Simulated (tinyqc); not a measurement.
Quaternary alloy A(x)B(1-x)C(y)D(1-y) matched to a substrate: sweeps and comparisons. A value that a table varies takes the place of the one given here.

Q(x,y) = x y Q_AC + x (1 - y) Q_AD + (1 - x) y Q_BC + (1 - x)(1 - y) Q_BD for the lattice constant. Gap, rule 1: Q(x,y) - x (1 - x)[y C_ABC + (1 - y) C_ABD] - y (1 - y)[x C_ACD + (1 - x) C_BCD]. Rule 2 (mean of ternaries): {x (1 - x)[y T_ABC(x) + (1 - y) T_ABD(x)] + y (1 - y)[x T_ACD(y) + (1 - x) T_BCD(y)]}/{x (1 - x) + y (1 - y)}, T_ABC(x) = x E_AC + (1 - x) E_BC - C_ABC x (1 - x), T_ACD(y) = y E_AC + (1 - y) E_AD - C_ACD y (1 - y), and alike. Only the Gamma valley is followed.

Matching a(x,y) = a_s gives x = (a_s - y a_BC - (1 - y) a_BD)/(y (a_AC - a_BC) + (1 - y)(a_AD - a_BD)).
Constants: hc = 1239.841984 eV nm.

Values chosen for the exercise (AC, AD, BC, BD near GaAs, GaP, InAs and InP; substrate near InP; not measured data):
- a = (5.658, 5.456, 6.06, 5.879) angstrom (lattice constants of AC, AD, BC, BD)
- Eg = (1.536, 2.845, 0.422, 1.418) eV (gaps at Gamma of AC, AD, BC, BD)
- Cb = (0.522, 0.663, 0.216, 0.112) eV (bowing of ABC, ABD, ACD, BCD)
- a_s = 5.879 angstrom (substrate)
- y = 0.11 (fraction of C)

## Along the matched line

x follows from y.

Results:

| y | x | bilinear (eV) | rule 1 (eV) | rule 2 (eV) | wavelength 1 (nm) | wavelength 2 (nm) |
|---|---|---|---|---|---|---|
| 0.03 | 0.0129 | 1.4063 | 1.3947 | 1.4015 | 889 | 885 |
| 0.15 | 0.0647 | 1.3578 | 1.3039 | 1.3351 | 951 | 929 |
| 0.27 | 0.1171 | 1.3063 | 1.2172 | 1.2680 | 1019 | 978 |
| 0.39 | 0.1702 | 1.2516 | 1.1349 | 1.2003 | 1092 | 1033 |
| 0.51 | 0.2239 | 1.1938 | 1.0573 | 1.1317 | 1173 | 1096 |
| 0.63 | 0.2783 | 1.1327 | 0.9846 | 1.0617 | 1259 | 1168 |
| 0.75 | 0.3333 | 1.0684 | 0.9171 | 0.9887 | 1352 | 1254 |
| 0.87 | 0.3891 | 1.0007 | 0.8551 | 0.9082 | 1450 | 1365 |
| 0.99 | 0.4455 | 0.9297 | 0.7988 | 0.8053 | 1552 | 1540 |

The matched alloys span 0.799 to 1.395 eV by rule 1, monotonically in y. Along the line dx/dy is +0.432 between the first two rows and +0.470 between the last two. In energy the two rules differ most at y = 0.63, by 77 meV (92 nm there), which measures how far the ternary data leave the interior open. Miscibility gaps are not considered.

## What each parameter does

x is matched anew each time. Each row changes one parameter from the base and keeps the others.

Results:

| case | x | rule 1 (eV) | rule 2 (eV) |
|---|---|---|---|
| base | 0.0473 | 1.3337 | 1.3573 |
| y = 0.1 | 0.0430 | 1.3412 | 1.3628 |
| a_s = 5.875 angstrom | 0.0568 | 1.3413 | 1.3678 |
| Cb = (0.626, 0.796, 0.259, 0.134) eV | 0.0473 | 1.3256 | 1.3539 |
| Eg = (1.586, 2.845, 0.422, 1.418) eV | 0.0473 | 1.3340 | 1.3576 |
| a = (5.668, 5.456, 6.06, 5.879) angstrom | 0.0475 | 1.3338 | 1.3574 |

The largest shifts from the base row, up to three for each result and ties (the steps differ in size, so this ranks the rows, not the parameters). x: a_s +0.0095, y -0.0043, a +0.0001; unchanged at the printed digits by Cb and Eg. rule 1 (eV): Cb -0.0081, a_s +0.0076, y +0.0075. rule 2 (eV): a_s +0.0105, y +0.0055, Cb -0.0034.

Program tinyqc; command `OMP_NUM_THREADS=1 python tinyqc.py 1081581 1081582 out.jsonl`; about 0.01 s on one thread of a shared Intel(R) Xeon(R) Processor @ 2.30GHz.
